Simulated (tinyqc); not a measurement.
# Series resistance and length offset from two lengths at two overdrives

Question. In strong inversion R W = Rsd + k(x)(L - dL), k(x) = (1 + th1 x)/(mu0 Cox x), x the overdrive, Cox = eps0 eox/tox, with Rsd and dL independent of x. Find dL, Rsd, mu0 and th1.

Values chosen for this exercise:

| symbol | value | unit | meaning |
|---|---|---|---|
| eox | 3.9 |  | relative permittivity of the gate insulator (close to silicon dioxide) |
| tox | 3.7 | nm | insulator thickness |

Constants: eps0 = 8.8541878128e-14 F/cm where lengths are in cm. Results are converted to the units shown.

total resistance times width (ohm um):
```
,L = 0.057 um,L = 1.3 um
overdrive 0.49 V,1659.68662,34893.6511
overdrive 1.16 V,1049.46503,16643.7681
```

Solution. At each overdrive R W is a straight line in L; the two lines cross at L = dL, R W = Rsd. Their slopes give k x = (1 + th1 x)/(mu0 Cox), a straight line in x.

dL = 0.0140 um
Rsd = 510 ohm um
mu0 = 89.0 cm^2/(V s)
th1 = 0.180 1/V

Numbers from tinyqc (`OMP_NUM_THREADS=1 python tinyqc.py 2210121 2210122 out.jsonl`; about 0.01 s on one thread of a shared Intel Xeon 2.30GHz).
